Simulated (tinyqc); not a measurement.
Special k points of the bcc lattice: one step. Irreducible points and weights. Three cases, with inputs chosen for the exercise.

Question. Join points that an operation carries into one another (modulo reciprocal vectors); list each class by its first point in the order of (j1, j2, ...).

Lattice vectors in units of a: a1 = (-1/2, 1/2, 1/2), a2 = (1/2, -1/2, 1/2), a3 = (1/2, 1/2, -1/2); reciprocal vectors b_i with a_i . b_j = 2 pi delta_ij. Mesh: k = sum_i f_i b_i with f_i = (2 j_i + shift)/(2 N), j_i = 0 .. N-1. The point group of the lattice has 48 operations; only those that map the mesh onto itself are used.

Give: Irreducible points; operations that keep the mesh; irreducible points.

Case 1.

Values chosen (out of a larger set: the lattice of W; not measured data): N = 5 (points along each reciprocal vector); shift = 1 (half steps).

Answer.

Irreducible points:
```
f1          f2      f3  weight
0.1000  0.1000  0.1000       8
0.1000  0.1000  0.3000      24
0.1000  0.1000  0.9000       6
0.1000  0.3000  0.3000       8
0.1000  0.3000  0.7000      24
0.1000  0.5000  0.5000      12
0.1000  0.5000  0.7000      24
0.3000  0.3000  0.7000       6
0.3000  0.5000  0.5000      12
0.5000  0.5000  0.5000       1
```

operations that keep the mesh = 48
irreducible points = 10

The weights add up to 125 = N^3; symmetry saves a factor 12.5.

Case 2.

Values chosen (out of a larger set: the lattice of W; not measured data): N = 3 (points along each reciprocal vector); shift = 1 (half steps).

Answer.

Irreducible points:
```
f1          f2      f3  weight
0.1667  0.1667  0.1667       8
0.1667  0.1667  0.8333       6
0.1667  0.5000  0.5000      12
0.5000  0.5000  0.5000       1
```

operations that keep the mesh = 48
irreducible points = 4

The weights add up to 27 = N^3; symmetry saves a factor 6.8.

Case 3.

Values chosen: N = 6 (points along each reciprocal vector); shift = 1 (half steps).

Answer.

Irreducible points:
```
f1          f2      f3  weight
0.0833  0.0833  0.0833       8
0.0833  0.0833  0.2500      24
0.0833  0.0833  0.4167      12
0.0833  0.0833  0.9167       6
0.0833  0.2500  0.2500      24
0.0833  0.2500  0.7500      24
0.0833  0.4167  0.5833      24
0.0833  0.4167  0.7500      24
0.0833  0.5833  0.5833      24
0.2500  0.2500  0.2500       2
0.2500  0.2500  0.7500       6
0.2500  0.4167  0.5833      24
0.2500  0.5833  0.5833       8
0.4167  0.4167  0.5833       6
```

operations that keep the mesh = 48
irreducible points = 14

The weights add up to 216 = N^3; symmetry saves a factor 15.4.

Computed by tinyqc, one run a case: `OMP_NUM_THREADS=1 python tinyqc.py N N+1 out.jsonl` with N = 1681368, 1681864, 1682649; one thread of a shared Intel(R) Xeon(R) Processor @ 2.30GHz, about 0.2 s a run at most.
